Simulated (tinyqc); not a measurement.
# MOSFET with velocity saturation and source resistance: several studies

Strong inversion, charge Q = Cox (Vg - m V) at channel potential V with Vg the gate overdrive, and drift velocity v = mu E/(1 + mu E/vsat). Integrating along the channel gives I = mu Cox (1/L)(Vg Vd - m Vd^2/2)/(1 + Vd/Vc) per width, Vc = vsat L/mu, which peaks at Vdsat. Units: I in uA/um, Rs in ohm um, so the drop over Rs is 1e-6 I Rs volts.

Parameters, values chosen for the exercise:
- Cox = 2.36 uF/cm^2 (gate capacitance)
- mu0 = 120 cm^2/(V s) (mobility at low gate voltage)
- th = 0.6 1/V (mobility degradation)
- vsat = 8.8e6 cm/s (saturation velocity)
- m = 1.05 (body factor)
- VT = 0.44 V (threshold)
- L = 0.18 um (channel length)
- Rs = 200 ohm um (source resistance)
- Vgs = 1.2 V (gate voltage)

Each table varies one quantity; the others keep the values above.

## Effect of the mobility at low gate voltage

Vg = Vgs - I Rs - VT (0 if negative), mu = mu0/(1 + th Vg), Vc = vsat L/mu, x = sqrt(1 + 2 Vg/(m Vc)), Vdsat = 2 Vg/(m (1 + x)), Isat = Cox vsat Vg (x - 1)/(x + 1) per width. I = Isat is solved self-consistently; gm = dI/dVgs; Vdsat is the intrinsic value. The velocity at the source is I/(Cox Vg).

Result of one run:
```
mu0 (cm^2/(V s)),Vc (V),Vdsat (V),Isat (uA/um),gm (uS/um),velocity at the source/vsat
130,1.743,0.5849,214.0,416.7,0.1437
```

What becomes of these results when the mobility at low gate voltage mu0 is changed from 130 to 210 cm^2/(V s), all else the same?

Result of the changed run:
```
mu0 (cm^2/(V s)),Vc (V),Vdsat (V),Isat (uA/um),gm (uS/um),velocity at the source/vsat
210,1.072,0.5349,291.0,543.2,0.1997
```

The whole series:
```
mu0 (cm^2/(V s)),Vc (V),Vdsat (V),Isat (uA/um),gm (uS/um),velocity at the source/vsat
50,4.573,0.6570,102.9,213.9,0.06702
81,2.812,0.6254,151.7,306.1,0.1001
130,1.743,0.5849,214.0,416.7,0.1437
210,1.072,0.5349,291.0,543.2,0.1997
350,0.6381,0.4743,384.4,683.5,0.2710
570,0.3887,0.4131,478.7,812.7,0.3470
920,0.2389,0.3535,570.5,928.3,0.4253
1500,0.1454,0.2964,658.6,1031,0.5047
```

As mu0 goes from 50 to 1500 cm^2/(V s), Isat rises from 103 to 659 uA/um, Vdsat falls from 0.657 to 0.296 V and gm rises from 214 to 1030 uS/um; the velocity at the source goes from 0.067 to 0.50 of vsat. Isat goes as mu0^(0.80) between the first two rows and as mu0^(0.29) between the last two.

## Effect of the mobility degradation

Same model as above.

Result of one run:
```
th (1/V),Vc (V),Vdsat (V),Isat (uA/um),gm (uS/um),velocity at the source/vsat
1.2,2.471,0.6154,167.1,308.1,0.1107
```

What becomes of these results when the mobility degradation th is changed from 1.2 to 0.2 1/V, all else the same?

Result of the changed run:
```
th (1/V),Vc (V),Vdsat (V),Isat (uA/um),gm (uS/um),velocity at the source/vsat
0.2,1.508,0.5709,235.6,487.6,0.1591
```

The whole series:
```
th (1/V),Vc (V),Vdsat (V),Isat (uA/um),gm (uS/um),velocity at the source/vsat
0,1.320,0.5573,256.5,548.8,0.1743
0.2,1.508,0.5709,235.6,487.6,0.1591
0.4,1.698,0.5824,217.8,437.9,0.1464
0.6,1.890,0.5924,202.5,396.8,0.1355
0.8,2.083,0.6011,189.1,362.4,0.1261
1,2.276,0.6086,177.4,333.2,0.1179
1.2,2.471,0.6154,167.1,308.1,0.1107
```

As th goes from 0 to 1.2 1/V, Isat falls from 257 to 167 uA/um, Vdsat rises from 0.557 to 0.615 V and gm falls from 549 to 308 uS/um; the velocity at the source goes from 0.17 to 0.11 of vsat.

## Effect of the channel length

Same model as above.

Result of one run:
```
L (um),Vc (V),Vdsat (V),Isat (uA/um),gm (uS/um),velocity at the source/vsat
0.03,0.30649,0.38376,523.91,870.81,0.38502
```

What becomes of these results when the channel length L is changed from 0.03 to 0.057 um, all else the same?

Result of the changed run:
```
L (um),Vc (V),Vdsat (V),Isat (uA/um),gm (uS/um),velocity at the source/vsat
0.057,0.58856,0.46444,399.60,705.08,0.28293
```

The whole series:
```
L (um),Vc (V),Vdsat (V),Isat (uA/um),gm (uS/um),velocity at the source/vsat
0.03,0.30649,0.38376,523.91,870.81,0.38502
0.057,0.58856,0.46444,399.60,705.08,0.28293
0.11,1.1474,0.54238,279.53,524.94,0.19116
0.2,2.1024,0.60187,187.87,371.30,0.12522
0.39,4.1257,0.65109,112.03,231.58,0.073136
0.73,7.7525,0.68142,65.305,138.95,0.042098
1.4,14.904,0.70051,35.899,77.829,0.022961
2.6,27.716,0.71091,19.882,43.554,0.012663
5,53.340,0.71699,10.508,23.161,0.0066760
```

As L goes from 0.03 to 5 um, Isat falls from 524 to 10.5 uA/um, Vdsat rises from 0.384 to 0.717 V and gm falls from 871 to 23.2 uS/um; the velocity at the source goes from 0.39 to 0.0067 of vsat. Isat goes as L^(-0.42) between the first two rows and as L^(-0.98) between the last two. For L = 0.03 to 0.057 um the channel is so short that velocity overshoot and near-ballistic transport, left out here, matter.

Program tinyqc, `OMP_NUM_THREADS=1 python tinyqc.py 2500128 2500129 out.jsonl`; Intel Xeon 2.30GHz, shared host, one thread, about 0.01 s.
